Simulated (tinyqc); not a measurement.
Plane-wave Kohn-Sham cycle with exchange-only LDA in a layered model solid, step by step. One step of it, computed by the program tinyqc.

Problem. Iteration 1: levels at that k. Diagonalise the Hermitian matrix.

H (hartree), lower triangle:
```
           -3         -2         -1         +0         +1         +2        +3
-3   1.295566
-2  -0.075000   0.464861
-1   0.000000  -0.075000  -0.033562
+0   0.000000   0.000000  -0.075000  -0.199703
+1   0.000000   0.000000   0.000000  -0.075000  -0.033562
+2   0.000000   0.000000   0.000000   0.000000  -0.075000   0.464861
+3   0.000000   0.000000   0.000000   0.000000   0.000000  -0.075000  1.295566
```

Give: eigenvalues.

Solution.

eigenvalues (hartree): -0.2529  -0.0447  0.0081  0.4692  0.4696  1.3023  1.3023
